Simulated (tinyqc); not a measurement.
Inside a calculation. Method: UHF in the 6-31g basis, for H2-, spin multiplicity 2. The basis has no diffuse functions, so it cannot describe the extra electron: this is an exercise in the method, not the real anion. Computed by tinyqc, a small Python program that keeps every step (integrals from PySCF). Settings: charge = -1, multiplicity = 2, basis = 6-31g, energy threshold = 1e-08, iteration cap = 90, orthogonalisation = canonical, start = core, DIIS depth = 3, method = UHF. Command: `OMP_NUM_THREADS=1 python tinyqc.py 29281 29282 out.jsonl` (the two numbers bound the seeds that draw the settings). One thread of a shared host (Intel(R) Xeon(R) Processor @ 2.60GHz), about 0.07 s of CPU time with the checks. Later iterations appear only in the table of the cycle.

## One-electron integrals

Geometry (angstrom):
```
atom         x         y         z
H     0.000000  0.000000  0.000000
H     0.000000  0.000000  1.336000
```

Basis 6-31g: exponents (1/bohr^2) and contraction coefficients of normalised primitives:
```
element  l (shell)   exponent  coefficient
H            s (1)  18.731137     0.033495
H            s (1)   2.825394     0.234727
H            s (1)   0.640122     0.813757
H            s (2)   0.161278     1.000000
```

Overlap, kinetic and nuclear-attraction integrals over the contracted functions; the nuclear repulsion is the sum of Za Zb / Rab.

nuclear repulsion = 0.39609073 hartree

overlap S, order 1H 1s, 1H 2s, 2H 1s, 2H 2s:
$$\begin{pmatrix}
1.000000 & 0.658292 & 0.095715 & 0.284995 \\
0.658292 & 1.000000 & 0.284995 & 0.598104 \\
0.095715 & 0.284995 & 1.000000 & 0.658292 \\
0.284995 & 0.598104 & 0.658292 & 1.000000
\end{pmatrix}$$

kinetic energy T (hartree), order 1H 1s, 1H 2s, 2H 1s, 2H 2s:
$$\begin{pmatrix}
1.395678 & 0.259735 & -0.048478 & 0.049453 \\
0.259735 & 0.241917 & 0.049453 & 0.095111 \\
-0.048478 & 0.049453 & 1.395678 & 0.259735 \\
0.049453 & 0.095111 & 0.259735 & 0.241917
\end{pmatrix}$$

nuclear attraction V (hartree), order 1H 1s, 1H 2s, 2H 1s, 2H 2s:
$$\begin{pmatrix}
-2.049307 & -1.002732 & -0.151929 & -0.436925 \\
-1.002732 & -1.020076 & -0.436925 & -0.653253 \\
-0.151929 & -0.436925 & -2.049307 & -1.002732 \\
-0.436925 & -0.653253 & -1.002732 & -1.020076
\end{pmatrix}$$

core Hamiltonian H = T + V (hartree), order 1H 1s, 1H 2s, 2H 1s, 2H 2s:
$$\begin{pmatrix}
-0.653629 & -0.742997 & -0.200407 & -0.387472 \\
-0.742997 & -0.778159 & -0.387472 & -0.558142 \\
-0.200407 & -0.387472 & -0.653629 & -0.742997 \\
-0.387472 & -0.558142 & -0.742997 & -0.778159
\end{pmatrix}$$

## Two-electron integrals

Functions are numbered as in S; the eight-fold symmetry (ij|kl) = (ji|kl) = (kl|ij) leaves the list below.

Two-electron integrals (ij|kl) in chemists' order, unique and non-zero (hartree):
```
(11|11) 1.076566   (21|11) 0.578470   (21|21) 0.329423   (22|11) 0.587396
(22|21) 0.361304   (22|22) 0.453150   (31|11) 0.067268   (31|21) 0.040494
(31|22) 0.048275   (31|31) 0.008291   (32|11) 0.134454   (32|21) 0.086046
(32|22) 0.116510   (32|31) 0.019990   (32|32) 0.060844   (33|11) 0.395262
(33|21) 0.258578   (33|22) 0.370884   (33|31) 0.067268   (33|32) 0.238731
(33|33) 1.076566   (41|11) 0.238731   (41|21) 0.137450   (41|22) 0.153403
(41|31) 0.019990   (41|32) 0.043767   (41|33) 0.134454   (41|41) 0.060844
(42|11) 0.306560   (42|21) 0.191667   (42|22) 0.249499   (42|31) 0.032809
(42|32) 0.088759   (42|33) 0.306560   (42|41) 0.088759   (42|42) 0.162105
(43|11) 0.258578   (43|21) 0.168273   (43|22) 0.239070   (43|31) 0.040494
(43|32) 0.137450   (43|33) 0.578470   (43|41) 0.086046   (43|42) 0.191667
(43|43) 0.329423   (44|11) 0.370884   (44|21) 0.239070   (44|22) 0.336039
(44|31) 0.048275   (44|32) 0.153403   (44|33) 0.587396   (44|41) 0.116510
(44|42) 0.249499   (44|43) 0.361304   (44|44) 0.453150
```

## Orthogonalisation

S = U s U^T; canonical form X = U s^(-1/2), so that X^T S X = 1. Each column of U has its largest component positive (the first on a tie).

eigenvalues of S: [0.203147, 0.370749, 1.103035, 2.323070]

X, order 1H 1s, 1H 2s, 2H 1s, 2H 2s:
$$\begin{pmatrix}
-0.737290 & 0.920777 & 0.594290 & 0.282707 \\
1.384802 & -0.707666 & 0.316409 & 0.367844 \\
0.737290 & 0.920777 & -0.594290 & 0.282707 \\
-1.384802 & -0.707666 & -0.316409 & 0.367844
\end{pmatrix}$$

## Starting guess

The start is the orbitals of the core Hamiltonian; D(s) = C_occ C_occ^T for each spin.

D(alpha) at the start, order 1H 1s, 1H 2s, 2H 1s, 2H 2s:
$$\begin{pmatrix}
0.258181 & 0.363858 & -0.036463 & -0.145214 \\
0.363858 & 0.547582 & -0.145214 & -0.331968 \\
-0.036463 & -0.145214 & 0.258181 & 0.363858 \\
-0.145214 & -0.331968 & 0.363858 & 0.547582
\end{pmatrix}$$

D(beta) at the start, order 1H 1s, 1H 2s, 2H 1s, 2H 2s:
$$\begin{pmatrix}
0.110859 & 0.109322 & 0.110859 & 0.109322 \\
0.109322 & 0.107807 & 0.109322 & 0.107807 \\
0.110859 & 0.109322 & 0.110859 & 0.109322 \\
0.109322 & 0.107807 & 0.109322 & 0.107807
\end{pmatrix}$$

## Iteration 1: building the Fock matrix

J_ij = sum D_kl (ij|kl) with D = D(alpha) + D(beta), K_ij = sum D_kl (ik|jl) for each spin; F = H + J - K(s); E = tr D H + tr D J / 2 - 0.5 sum_s tr D(s) K(s) + E_nn.

Coulomb J (hartree), order 1H 1s, 1H 2s, 2H 1s, 2H 2s:
$$\begin{pmatrix}
1.809139 & 1.077434 & 0.173226 & 0.481798 \\
1.077434 & 1.314990 & 0.481798 & 0.835539 \\
0.173226 & 0.481798 & 1.809139 & 1.077434 \\
0.481798 & 0.835539 & 1.077434 & 1.314990
\end{pmatrix}$$

exchange K(alpha) (hartree), order 1H 1s, 1H 2s, 2H 1s, 2H 2s:
$$\begin{pmatrix}
0.752043 & 0.557498 & 0.090273 & 0.240394 \\
0.557498 & 0.503750 & 0.240394 & 0.327019 \\
0.090273 & 0.240394 & 0.752043 & 0.557498 \\
0.240394 & 0.327019 & 0.557498 & 0.503750
\end{pmatrix}$$

exchange K(beta) (hartree), order 1H 1s, 1H 2s, 2H 1s, 2H 2s:
$$\begin{pmatrix}
0.398791 & 0.343284 & 0.200222 & 0.262806 \\
0.343284 & 0.348251 & 0.262806 & 0.308605 \\
0.200222 & 0.262806 & 0.398791 & 0.343284 \\
0.262806 & 0.308605 & 0.343284 & 0.348251
\end{pmatrix}$$

F(alpha) (hartree), order 1H 1s, 1H 2s, 2H 1s, 2H 2s:
$$\begin{pmatrix}
0.403467 & -0.223061 & -0.117454 & -0.146068 \\
-0.223061 & 0.033081 & -0.146068 & -0.049622 \\
-0.117454 & -0.146068 & 0.403467 & -0.223061 \\
-0.146068 & -0.049622 & -0.223061 & 0.033081
\end{pmatrix}$$

F(beta) (hartree), order 1H 1s, 1H 2s, 2H 1s, 2H 2s:
$$\begin{pmatrix}
0.756719 & -0.008847 & -0.227404 & -0.168480 \\
-0.008847 & 0.188580 & -0.168480 & -0.031209 \\
-0.227404 & -0.168480 & 0.756719 & -0.008847 \\
-0.168480 & -0.031209 & -0.008847 & 0.188580
\end{pmatrix}$$

total energy of this density = -0.86023729 hartree

## Iteration 1: diagonalisation and new density

Diagonalise F' = X^T F X, C = X C', fill 2 alpha and 1 beta electrons from the bottom; D(s) = C_occ C_occ^T. Each column has its largest component positive (the first on a tie).

F' = X^T F X (alpha) (hartree):
$$\begin{pmatrix}
1.197976 & 0.000000 & -0.474827 & 0.000000 \\
0.000000 & 1.430518 & 0.000000 & 0.055164 \\
-0.474827 & 0.000000 & 0.326607 & 0.000000 \\
0.000000 & 0.055164 & 0.000000 & -0.112304
\end{pmatrix}$$

orbital energies (alpha) (hartree): MO1 -0.114274, MO2 0.117868, MO3 1.406715, MO4 1.432488

coefficients C (alpha), order 1H 1s, 1H 2s, 2H 1s, 2H 2s:
$$\begin{pmatrix}
0.249667 & 0.247326 & -0.914115 & 0.930280 \\
0.392864 & 0.846955 & 1.140377 & -0.694088 \\
0.249667 & -0.247326 & 0.914115 & 0.930280 \\
0.392864 & -0.846955 & -1.140377 & -0.694088
\end{pmatrix}$$

F' = X^T F X (beta) (hartree):
$$\begin{pmatrix}
1.260955 & 0.000000 & -0.481540 & 0.000000 \\
0.000000 & 1.517348 & 0.000000 & 0.144473 \\
-0.481540 & 0.000000 & 0.859222 & 0.000000 \\
0.000000 & 0.144473 & 0.000000 & 0.053434
\end{pmatrix}$$

orbital energies (beta) (hartree): MO1 0.039313, MO2 0.538334, MO3 1.531470, MO4 1.581844

coefficients C (beta), order 1H 1s, 1H 2s, 2H 1s, 2H 2s:
$$\begin{pmatrix}
0.191791 & 0.085691 & 0.943912 & -0.943098 \\
0.434943 & 1.031224 & -0.668524 & 0.976918 \\
0.191791 & -0.085691 & 0.943912 & 0.943098 \\
0.434943 & -1.031224 & -0.668524 & -0.976918
\end{pmatrix}$$

D(alpha) after iteration 1, order 1H 1s, 1H 2s, 2H 1s, 2H 2s:
$$\begin{pmatrix}
0.123504 & 0.307559 & 0.001164 & -0.111388 \\
0.307559 & 0.871675 & -0.111388 & -0.562990 \\
0.001164 & -0.111388 & 0.123504 & 0.307559 \\
-0.111388 & -0.562990 & 0.307559 & 0.871675
\end{pmatrix}$$

D(beta) after iteration 1, order 1H 1s, 1H 2s, 2H 1s, 2H 2s:
$$\begin{pmatrix}
0.036784 & 0.083418 & 0.036784 & 0.083418 \\
0.083418 & 0.189175 & 0.083418 & 0.189175 \\
0.036784 & 0.083418 & 0.036784 & 0.083418 \\
0.083418 & 0.189175 & 0.083418 & 0.189175
\end{pmatrix}$$

## Iteration 2: building the Fock matrix

As before.

Coulomb J (hartree), order 1H 1s, 1H 2s, 2H 1s, 2H 2s:
$$\begin{pmatrix}
1.662075 & 1.007524 & 0.161183 & 0.450224 \\
1.007524 & 1.262308 & 0.450224 & 0.798752 \\
0.161183 & 0.450224 & 1.662075 & 1.007524 \\
0.450224 & 0.798752 & 1.007524 & 1.262308
\end{pmatrix}$$

exchange K(alpha) (hartree), order 1H 1s, 1H 2s, 2H 1s, 2H 2s:
$$\begin{pmatrix}
0.625479 & 0.513261 & 0.093272 & 0.226259 \\
0.513261 & 0.511958 & 0.226259 & 0.327938 \\
0.093272 & 0.226259 & 0.625479 & 0.513261 \\
0.226259 & 0.327938 & 0.513261 & 0.511958
\end{pmatrix}$$

exchange K(beta) (hartree), order 1H 1s, 1H 2s, 2H 1s, 2H 2s:
$$\begin{pmatrix}
0.317116 & 0.309978 & 0.168124 & 0.241865 \\
0.309978 & 0.357976 & 0.241865 & 0.318809 \\
0.168124 & 0.241865 & 0.317116 & 0.309978 \\
0.241865 & 0.318809 & 0.309978 & 0.357976
\end{pmatrix}$$

F(alpha) (hartree), order 1H 1s, 1H 2s, 2H 1s, 2H 2s:
$$\begin{pmatrix}
0.382966 & -0.248734 & -0.132497 & -0.163507 \\
-0.248734 & -0.027809 & -0.163507 & -0.087328 \\
-0.132497 & -0.163507 & 0.382966 & -0.248734 \\
-0.163507 & -0.087328 & -0.248734 & -0.027809
\end{pmatrix}$$

F(beta) (hartree), order 1H 1s, 1H 2s, 2H 1s, 2H 2s:
$$\begin{pmatrix}
0.691329 & -0.045451 & -0.207348 & -0.179113 \\
-0.045451 & 0.126172 & -0.179113 & -0.078199 \\
-0.207348 & -0.179113 & 0.691329 & -0.045451 \\
-0.179113 & -0.078199 & -0.045451 & 0.126172
\end{pmatrix}$$

total energy of this density = -0.94755979 hartree

## Iteration 2: DIIS over 2 matrices

error matrix X^T (FDS - SDF) X (alpha):
$$\begin{pmatrix}
0.000000 & 0.000000 & -0.034213 & 0.000000 \\
0.000000 & 0.000000 & 0.000000 & 0.020689 \\
0.034213 & 0.000000 & 0.000000 & 0.000000 \\
0.000000 & -0.020689 & 0.000000 & 0.000000
\end{pmatrix}$$

B (overlaps of the stored error matrices):
$$\begin{pmatrix}
2.1482859e-01 & 2.8267772e-02 \\
2.8267772e-02 & 4.0402373e-03
\end{pmatrix}$$

Minimise |sum c_i e_i|^2 with sum c_i = 1: solve [B -1; -1 0][c; lambda] = [0; -1] with B_ij = tr e_i^T e_j summed over both spins, and take F = sum c_i F_i.

DIIS coefficients: [-0.149246, 1.149246]

extrapolated F(alpha) (hartree), order 1H 1s, 1H 2s, 2H 1s, 2H 2s:
$$\begin{pmatrix}
0.379907 & -0.252565 & -0.134742 & -0.166110 \\
-0.252565 & -0.036897 & -0.166110 & -0.092955 \\
-0.134742 & -0.166110 & 0.379907 & -0.252565 \\
-0.166110 & -0.092955 & -0.252565 & -0.036897
\end{pmatrix}$$

extrapolated F(beta) (hartree), order 1H 1s, 1H 2s, 2H 1s, 2H 2s:
$$\begin{pmatrix}
0.681570 & -0.050914 & -0.204355 & -0.180700 \\
-0.050914 & 0.116858 & -0.180700 & -0.085213 \\
-0.204355 & -0.180700 & 0.681570 & -0.050914 \\
-0.180700 & -0.085213 & -0.050914 & 0.116858
\end{pmatrix}$$

## Iteration 2: diagonalisation and new density

As before.

F' = X^T F X (alpha) (hartree):
$$\begin{pmatrix}
1.127612 & 0.000000 & -0.503840 & 0.000000 \\
0.000000 & 1.376897 & 0.000000 & 0.079152 \\
-0.503840 & 0.000000 & 0.309724 & 0.000000 \\
0.000000 & 0.079152 & 0.000000 & -0.170107
\end{pmatrix}$$

orbital energies (alpha) (hartree): MO1 -0.174146, MO2 0.069754, MO3 1.367582, MO4 1.380936

coefficients C (alpha), order 1H 1s, 1H 2s, 2H 1s, 2H 2s:
$$\begin{pmatrix}
0.235413 & 0.219506 & -0.921192 & 0.933989 \\
0.403432 & 0.881130 & 1.114182 & -0.687999 \\
0.235413 & -0.219506 & 0.921192 & 0.933989 \\
0.403432 & -0.881130 & -1.114182 & -0.687999
\end{pmatrix}$$

F' = X^T F X (beta) (hartree):
$$\begin{pmatrix}
1.208140 & 0.000000 & -0.446214 & 0.000000 \\
0.000000 & 1.444573 & 0.000000 & 0.167751 \\
-0.446214 & 0.000000 & 0.763862 & 0.000000 \\
0.000000 & 0.167751 & 0.000000 & -0.011499
\end{pmatrix}$$

orbital energies (beta) (hartree): MO1 -0.030575, MO2 0.487550, MO3 1.463649, MO4 1.484452

coefficients C (beta), order 1H 1s, 1H 2s, 2H 1s, 2H 2s:
$$\begin{pmatrix}
0.176859 & 0.117100 & 0.946824 & -0.939715 \\
0.445447 & 0.998066 & -0.661572 & 1.010770 \\
0.176859 & -0.117100 & 0.946824 & 0.939715 \\
0.445447 & -0.998066 & -0.661572 & -1.010770
\end{pmatrix}$$

D(alpha) after iteration 2, order 1H 1s, 1H 2s, 2H 1s, 2H 2s:
$$\begin{pmatrix}
0.103602 & 0.288386 & 0.007236 & -0.098440 \\
0.288386 & 0.939147 & -0.098440 & -0.613633 \\
0.007236 & -0.098440 & 0.103602 & 0.288386 \\
-0.098440 & -0.613633 & 0.288386 & 0.939147
\end{pmatrix}$$

D(beta) after iteration 2, order 1H 1s, 1H 2s, 2H 1s, 2H 2s:
$$\begin{pmatrix}
0.031279 & 0.078781 & 0.031279 & 0.078781 \\
0.078781 & 0.198423 & 0.078781 & 0.198423 \\
0.031279 & 0.078781 & 0.031279 & 0.078781 \\
0.078781 & 0.198423 & 0.078781 & 0.198423
\end{pmatrix}$$

## Iteration 6 (converged): orbitals

converged F(alpha) (hartree), order 1H 1s, 1H 2s, 2H 1s, 2H 2s:
$$\begin{pmatrix}
0.387129 & -0.249177 & -0.135833 & -0.165785 \\
-0.249177 & -0.037159 & -0.165785 & -0.093177 \\
-0.135833 & -0.165785 & 0.387129 & -0.249177 \\
-0.165785 & -0.093177 & -0.249177 & -0.037159
\end{pmatrix}$$

converged F(beta) (hartree), order 1H 1s, 1H 2s, 2H 1s, 2H 2s:
$$\begin{pmatrix}
0.673128 & -0.054257 & -0.206858 & -0.182499 \\
-0.054257 & 0.116940 & -0.182499 & -0.084845 \\
-0.206858 & -0.182499 & 0.673128 & -0.054257 \\
-0.182499 & -0.084845 & -0.054257 & 0.116940
\end{pmatrix}$$

As before.

F' = X^T F X (alpha) (hartree):
$$\begin{pmatrix}
1.123978 & 0.000000 & -0.507546 & 0.000000 \\
0.000000 & 1.377132 & 0.000000 & 0.083625 \\
-0.507546 & 0.000000 & 0.317893 & 0.000000 \\
0.000000 & 0.083625 & 0.000000 & -0.167714
\end{pmatrix}$$

orbital energies (alpha) (hartree): MO1 -0.172227, MO2 0.072826, MO3 1.369045, MO4 1.381645

coefficients C (alpha), order 1H 1s, 1H 2s, 2H 1s, 2H 2s:
$$\begin{pmatrix}
0.232671 & 0.214586 & -0.922350 & 0.934676 \\
0.405449 & 0.887064 & 1.109464 & -0.686812 \\
0.232671 & -0.214586 & 0.922350 & 0.934676 \\
0.405449 & -0.887064 & -1.109464 & -0.686812
\end{pmatrix}$$

F' = X^T F X (beta) (hartree):
$$\begin{pmatrix}
1.206892 & 0.000000 & -0.443082 & 0.000000 \\
0.000000 & 1.439867 & 0.000000 & 0.160392 \\
-0.443082 & 0.000000 & 0.758448 & 0.000000 \\
0.000000 & 0.160392 & 0.000000 & -0.015266
\end{pmatrix}$$

orbital energies (beta) (hartree): MO1 -0.032735, MO2 0.486085, MO3 1.457336, MO4 1.479256

coefficients C (beta), order 1H 1s, 1H 2s, 2H 1s, 2H 2s:
$$\begin{pmatrix}
0.181346 & 0.120185 & 0.945975 & -0.939326 \\
0.442305 & 0.994742 & -0.663676 & 1.014042 \\
0.181346 & -0.120185 & 0.945975 & 0.939326 \\
0.442305 & -0.994742 & -0.663676 & -1.014042
\end{pmatrix}$$

D(alpha) after iteration 6, order 1H 1s, 1H 2s, 2H 1s, 2H 2s:
$$\begin{pmatrix}
0.100183 & 0.284688 & 0.008088 & -0.096016 \\
0.284688 & 0.951271 & -0.096016 & -0.622493 \\
0.008088 & -0.096016 & 0.100183 & 0.284688 \\
-0.096016 & -0.622493 & 0.284688 & 0.951271
\end{pmatrix}$$

D(beta) after iteration 6, order 1H 1s, 1H 2s, 2H 1s, 2H 2s:
$$\begin{pmatrix}
0.032886 & 0.080210 & 0.032886 & 0.080210 \\
0.080210 & 0.195634 & 0.080210 & 0.195634 \\
0.032886 & 0.080210 & 0.032886 & 0.080210 \\
0.080210 & 0.195634 & 0.080210 & 0.195634
\end{pmatrix}$$

## Convergence

Stop when the energy changes by less than 1e-08 hartree and every element of the error matrix X^T (F D S - S D F) X (for each spin) is below 3e-05.

Course of the cycle:
```
iteration  E (hartree)     change  largest element of the error matrix
1          -0.86023729          -                             2.24e-01
2          -0.94755979  -8.73e-02                             3.42e-02
3          -0.94933602  -1.78e-03                             4.12e-03
4          -0.94938309  -4.71e-05                             3.69e-04
5          -0.94938336  -2.71e-07                             8.84e-05
6          -0.94938337  -8.57e-09                             8.10e-06
```

PySCF UHF in the same basis, after a stability check = -0.94938337 hartree

Converged in 6 iterations.

## Populations, bond orders and dipole

Mulliken: Z minus the diagonal of D S on the atom; Loewdin: the same with S^(1/2) D S^(1/2); Mayer order: 2 sum_s sum (D(s) S)_ij (D(s) S)_ji over the two atoms.

Charges (e):
```
atom   Mulliken    Loewdin  Mulliken spin
1H    -0.500000  -0.500000       0.500000
2H    -0.500000  -0.500000       0.500000
```

Mayer bond orders:
```
pair     order
2-1   0.415346
```

dipole moment about the origin, x y z (debye): [0.000000, 0.000000, -3.208541]

<S^2> of the determinant (pure state: 0.75) = 0.752975
